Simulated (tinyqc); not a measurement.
## Free and trapped electrons in a MOS channel with a dense trap tail: effect of the density of the tail at the conduction edge

p-type body, charge-sheet picture, full ionisation (an idealisation for deep acceptors), Boltzmann statistics for free electrons. e = Ec - EF at the surface. Acceptor-like traps of density D(E) = D0 + De exp(-E/Ew) at depth E below Ec, from 0 to Eu, hold n_t = integral of D(E)/(1 + exp((e - E)/Vt)). psi = Eg - Vt ln(Nv/Na) - e; N_dep = sqrt(2 eps0 eps_r Na (psi - Vt)/q); n_f = sqrt(N_dep^2 + 2 eps0 eps_r Vt Nc exp(-e/Vt)/q) - N_dep; Vg = Vfb + psi + q (N_dep + n_t + n_f)/Cox, Cox = eps0 eox/tox.

VT is the Vg for n_f = 1e11 cm^-2; swing ln 10 n_f/(dn_f/dVg) at n_f = 1e8 cm^-2; the last three columns are for Vg = VT + 4.2 V, with free share n_f/(n_f + n_t) and field-effect mobility mf q (dn_f/dVg)/Cox; there EF is near the band edge, where Boltzmann statistics are rough.

Parameters, values chosen for the exercise; band and dielectric values close to those of silicon: temperature T = 475 K; band gap Eg = 1.11 eV; relative permittivity eps_r = 11.5; conduction-band density of states at T Nc = 5.58e19 cm^-3; valence-band density of states at T Nv = 5.34e19 cm^-3; relative permittivity of the insulator eox = 3.9; insulator thickness tox = 53 nm; acceptor density Na = 1.7e17 cm^-3; flat-band voltage without trapped charge Vfb = -0.67 V; constant background density of acceptor-like traps D0 = 8e10 cm^-2 eV^-1; decay energy of the tail Ew = 0.14 eV; depth below Ec down to which the traps reach Eu = 1 eV; mobility of free electrons mf = 170 cm^2/(V s).

Constants: q = 1.602176634e-19 C, kB = 1.380649e-23 J/K, Vt = kB T/q, eps0 = 8.8541878128e-14 F/cm where lengths are in cm. Results are converted to the units shown.

Effect of the density of the tail at the conduction edge:
columns A: De (cm^-2 eV^-1); B: e at VT (eV); C: VT (V); D: q n_t/Cox at VT (V); E: swing (mV/decade); F: n_f (cm^-2); G: free share (%); H: field-effect mobility (cm^2/(V s))
```
A          B      C       D      E         F      G      H
1e12  0.1955  3.398  0.2552  439.4  1.572e12  90.40  159.6
2e12  0.1955  3.495  0.3523  447.8  1.523e12  85.53  156.7
5e12  0.1955  3.786  0.6434  473.1  1.386e12  72.73  147.8
1e13  0.1955  4.271   1.128  515.3  1.190e12  56.28  132.8
2e13  0.1955  5.242   2.099  599.7  8.965e11  35.47  104.9
4e13  0.1955  7.182   4.039  768.4  5.702e11  17.04  65.21
9e13  0.1955  12.03   8.891   1190  3.017e11  5.630  26.77
2e14  0.1955  22.71   19.56   2118  1.819e11  1.870  9.778
```

As De goes from 1e12 to 2e14, VT rises from 3.40 to 22.7 V, its part due to traps rises from 0.255 to 19.6 V, the swing rises from 439 to 2120 mV/decade and the field-effect mobility falls from 160 to 9.78 cm^2/(V s).

Computed by the program tinyqc: `OMP_NUM_THREADS=1 python tinyqc.py 2222148 2222149 out.jsonl`, one thread of a shared Intel Xeon 2.30GHz, about 0.02 s for the whole run.
